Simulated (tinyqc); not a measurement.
Worked calculation: lateral field, substrate current, probability of reaching the oxide barrier and hot-carrier lifetime of a silicon transistor (pseudo-two-dimensional and lucky-electron models). Computed by tinyqc, a small Python program that keeps every step. Command: `OMP_NUM_THREADS=1 python tinyqc.py 3018494 3018495 out.jsonl hotcar walk`. One thread of a shared host (Intel(R) Xeon(R) Processor @ 2.30GHz), about 0.01 s of CPU time with the checks. Intermediate numbers are printed to about 6 digits and carried at full precision; extremes and crossings named in words are read from the listed rows.

Local-field models: a lucky carrier gains its energy at the peak field over a path free of collisions. Voltages are magnitudes.

Inputs (values chosen for the exercise, modelled on a silicon n-channel):
```
quantity                             value                      unit
channel length L                       390                        nm
oxide thickness t                      7.2                        nm
junction depth x_j                      89                        nm
mobility mu                            300                cm^2/(V s)
saturation velocity v_s               0.82                  1e7 cm/s
threshold voltage V_T                 0.52                         V
gate voltage V_G                       1.2                         V
drain voltage V_D                        3                         V
ionisation prefactor A_i           2.1e+06                      1/cm
ionisation field B_i                  1.75                     MV/cm
hot-carrier mean free path lambda      7.5                        nm
oxide barrier phi_b                    3.1                        eV
interface-trap threshold phi_it        3.7                        eV
lifetime constant H                      6  s microampere/micrometre
```

Drain: abrupt.

Constants: eps_0 = 8.8541878128e-12 F/m.

## Saturation point and current

C_ox = 3.9 eps_0/t; F_sat = 2 v_s/mu; V_Dsat = V_ov F_sat L/(V_ov + F_sat L), V_ov = V_G - V_T; I_D/W = C_ox v_s (V_ov - V_Dsat).

F_sat = 54.6667 kV/cm

V_Dsat = 0.515562 V

drain current I_D/W = 64.6692 microampere/micrometre

## Peak lateral field

Scale length l = 0.22 t^(1/3) x_j^(1/2) (all in cm); F_m = sqrt(((V_D - V_Dsat)/l_e)^2 + F_sat^2), with l_e = l; length of the velocity-saturated region l_e ln((V_D - V_Dsat)/(l_e F_sat) + F_m/F_sat).

scale length l = 58.8250 nm

peak field F_m = 425.867 kV/cm

velocity-saturated length = 161.291 nm

energy gained over one free path, e lambda F_m = 0.319400 eV

The field rises from F_sat to F_m as cosh(x/l_e), a factor 7.8, over 41 % of L. Caution: the empirical formula for l was fitted to oxides of about 15 nm or more; for thinner ones it is an extrapolation. Caution: e V_D is below phi_b or phi_it, so the available energy, not the field, limits hot carriers, and the lucky-electron formulas overstate them.

## Hot-carrier currents and lifetime

Substrate current I_sub/I_D = (A_i/B_i)(V_D - V_Dsat) exp(-B_i/F_m); probability of reaching the oxide barrier exp(-phi_b/(e lambda F_m)); lifetime tau = (H/(I_D/W)) exp(phi_it/(e lambda F_m)).

I_sub/I_D = 0.0489530

substrate current I_sub/W = 3.16575 microampere/micrometre

probability of reaching phi_b = 6.09361e-05

lifetime tau = 9963.46 s

exponent m = phi_it/(e lambda B_i) = 2.81905

Since both exponentials depend on 1/F_m, tau I_D scales about as (I_sub/I_D)^(-m) with m = 2.82, which lets I_sub serve as the monitor. The lifetime is 3.16e-5 times ten years (3.156e8 s).

## Substrate current against gate voltage

The formulas are those given above.

At the given drain voltage:
```
V_G (V)  V_Dsat (V)  I_D/W (microampere/micrometre)  F_m (kV/cm)  I_sub/W (microampere/micrometre)  tau (s)
0.66        0.13137                           3.393      490.709                           0.33006  41094.1
0.80        0.24750                          12.783      471.097                           1.02862  16575.2
1.00        0.39179                          34.690      446.742                           2.16016  10810.0
1.30        0.57107                          82.166      416.511                           3.58566  10172.6
1.60        0.71686                         142.813      391.955                           4.50238  12292.1
2.00        0.87358                         238.490      365.593                           5.07512  18242.0
2.50        1.02660                         374.949      339.895                           5.15635  32184.5
2.90        1.12459                         493.719      323.464                           4.96759  51090.2
3.30        1.20663                         618.765      309.728                           4.68341  80176.5
```

I_sub peaks at V_G = 2.5 V, 0.83 V_D: a higher gate voltage brings more carriers but raises V_Dsat and so lowers F_m. The shortest lifetime among the rows lies at V_G = 1.3 V, below that of the largest I_sub, since tau depends more steeply on the field.

## Extrapolating accelerated tests

V_10 solves tau = 3.156e8 s at the given V_G. The extrapolation fits ln(tau) against 1/V_D at 1, 1.08, 1.16 and 1.25 times the given V_D (rounded to 3 digits) by least squares and reads off the same tau.

Stress points:
```
V_D (V)  1/V_D (1/V)  tau (s)
3.00        0.333333  9963.46
3.24        0.308642  3644.22
3.48        0.287356  1563.79
3.75        0.266667   699.77
```

ten-year drain voltage V_10 = 1.79812 V

V_10 from the 1/V_D extrapolation = 1.68445 V

The extrapolation is 114 mV below the true value: ln(tau) is nearly linear in 1/(V_D - V_Dsat), not in 1/V_D, so the straight line errs on the safe side when one extrapolates down. At V_10 the available energy e V_D is below phi_it, so the model understates the lifetime there.

Checks made by the program: voltage drop as the integral of F_sat cosh(x/l_e) over the saturated length (relative difference below 1e-10).
